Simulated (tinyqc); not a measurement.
# Resistance of a source-drain extension with a graded tip: effect of the active doping of the extension far from the gate

y runs along the channel, the gate covers y > 0. The doping is N0 for y < y0 and N0 10^(-(y - y0)/la) beyond, uniform over the depth xj. Sheet conductance s(y) = q mu(N) max(N - Nch, 0) xj + (for y > 0) ma Cox Vo, with mu(N) = u0 + (u1 - u0)/(1 + (N/Nr)^au) and Cox = eps0 eox/tox. Current is taken as one-dimensional; depletion of the tip, spreading and the contact are left out. The metallurgical junction lies at yj, where N = Nch.

R_spacer = integral of dy/s from -Ls to 0, R_ov from 0 to yj, R_channel = (Lg - 2 yj)/(ma Cox Vo), R_total = 2 R_spacer + 2 R_ov + R_channel. Electrical length L_eff = ma Cox dR_total/d(1/Vo); R_series = R_total - L_eff/(ma Cox Vo).

Inputs (values chosen for the exercise); mobility law close to that of electrons in silicon: relative permittivity of the gate insulator (close to silicon dioxide) eox = 3.9; insulator thickness tox = 2.4 nm; lateral abruptness la = 2.1 nm/decade; position under the gate where the fall begins (gate edge at 0) y0 = 2.2 nm; depth of the extension xj = 15 nm; channel doping Nch = 4.1e17 cm^-3; spacer length Ls = 16 nm; gate overdrive Vo = 0.8 V; mobility of the gate-induced layer ma = 130 cm^2/(V s); mobility at low doping u1 = 1414 cm^2/(V s); mobility at high doping u0 = 68.5 cm^2/(V s); reference doping Nr = 9.2e16 cm^-3; exponent au = 0.711; gate length Lg = 30 nm.

Constants: q = 1.602176634e-19 C, eps0 = 8.8541878128e-14 F/cm where lengths are in cm. Results are converted to the units shown.

Result of one run:
```
N0 (cm^-3)  yj (nm)  R_spacer (ohm um)  R_ov (ohm um)  R_channel (ohm um)  R_total (ohm um)  L_eff (nm)  R_series (ohm um)
4.7e19        6.525              16.95          17.16               113.3             181.5       19.95              48.19
```

What becomes of these results when the active doping of the extension far from the gate N0 is changed from 4.7e19 to 3.1e19 cm^-3, all else the same?

Result of the changed run:
```
N0 (cm^-3)  yj (nm)  R_spacer (ohm um)  R_ov (ohm um)  R_channel (ohm um)  R_total (ohm um)  L_eff (nm)  R_series (ohm um)
3.1e19        6.145              24.28          17.46               118.4             201.8       20.76              63.12
```

The whole series:
```
N0 (cm^-3)  yj (nm)  R_spacer (ohm um)  R_ov (ohm um)  R_channel (ohm um)  R_total (ohm um)  L_eff (nm)  R_series (ohm um)
2e19          5.745              34.97          17.79               123.7             229.2       21.63              84.62
3.1e19        6.145              24.28          17.46               118.4             201.8       20.76              63.12
4.7e19        6.525              16.95          17.16               113.3             181.5       19.95              48.19
7.2e19        6.914              11.60          16.88               108.1             165.0       19.14              37.13
1.1e20        7.300              7.872          16.67               102.9             152.0       18.35              29.35
1.7e20        7.697              5.243          16.50               97.61             141.1       17.55              23.81
2.6e20        8.085              3.503          16.38               92.43             132.2       16.77              20.12
4e20          8.477              2.315          16.29               87.18             124.4       15.98              17.58
```

As N0 goes from 2e19 to 4e20, R_total falls from 229 to 124 ohm um, L_eff falls from 21.6 to 16.0 nm and R_series falls from 84.6 to 17.6 ohm um.

Numbers from tinyqc (`OMP_NUM_THREADS=1 python tinyqc.py 2282108 2282109 out.jsonl`; about 0.03 s on one thread of a shared Intel Xeon 2.30GHz).
